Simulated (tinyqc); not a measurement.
Inside a calculation. Model: resistance of a tapered via with liner, size effect and interface.

tinyqc, about 0.01 s, one thread, Intel Xeon 2.30GHz (shared host): `OMP_NUM_THREADS=1 python tinyqc.py 2750005 2750006 out.jsonl` Printed values are rounded.

A round via whose diameter grows from db at the bottom as D(z) = db + 2 z/tan(ang). The fill, of diameter D - 2 tl, starts above the bottom liner (thickness fb tl) and has rho = rho0 (1 + ks lam/(D - 2 tl)); the sidewall liner conducts in parallel with it. The bottom liner and the interface are crossed over the full area pi db^2/4. Spreading in the lines above and below is left out.

Inputs (values chosen for the exercise); fill metal close to cobalt: diameter at the bottom db = 11 nm; height hv = 22 nm; sidewall angle ang = 87 degrees; bulk resistivity of the fill rho0 = 6.12 uohm cm; mean free path of the fill lam = 11.9 nm; size-effect factor ks = 0.7; liner on the sidewall tl = 1.4 nm; liner at the bottom over that on the sidewall fb = 0.7; resistivity of the liner rl = 160 uohm cm; interface resistivity at the bottom ri = 5.9e-13 ohm cm^2; ballistic conductance per area, about 3/(4 rho0 lam) Sb = 1e15 S/m^2.

Range of the model: The ballistic limit exceeds half of R_fill, so a diffusive resistivity alone understates the resistance.

## Slices of the via

Slices between z0 = fb tl and hv, evaluated at their midpoints: conductance per length pi/4 [(D - 2 tl)^2/rho + (D^2 - (D - 2 tl)^2)/rl], slice resistance = slice height over that. 8 slices.

```
slice    z (nm)    D (nm)  rho (uohm cm)  slice resistance (ohm)
0      2.293750  11.24042       12.15994                5.393208
1      4.921250  11.51582       11.96909                4.992542
2      7.548750  11.79123       11.78993                4.633199
3      10.17625  12.06663       11.62142                4.309846
4      12.80375  12.34203       11.46264                4.017962
5      15.43125  12.61744       11.31276                3.753700
6      18.05875  12.89284       11.17107                3.513772
7      20.68625  13.16824       11.03690                3.295354
```

## Total resistance

R_fill = sum of the slices; R_bottom = rl fb tl/(pi db^2/4); R_interface = ri/(pi db^2/4); ballistic (Sharvin) limit 1/(Sb pi (db - 2 tl)^2/4); ideal cylinder rho0 hv/(pi db^2/4).

parts (ohm): fill 33.90958, bottom liner 16.49950, interface 0.6208358
R = 51.02992 ohm
shares (%): fill 66.45039, bottom liner 32.33299, interface 1.21661
ballistic limit = 18.93575 ohm
ideal cylinder = 14.16768 ohm

The fill is the largest part, and R is 3.60 times the ideal cylinder. With 2000 slices R = 51.040 ohm.
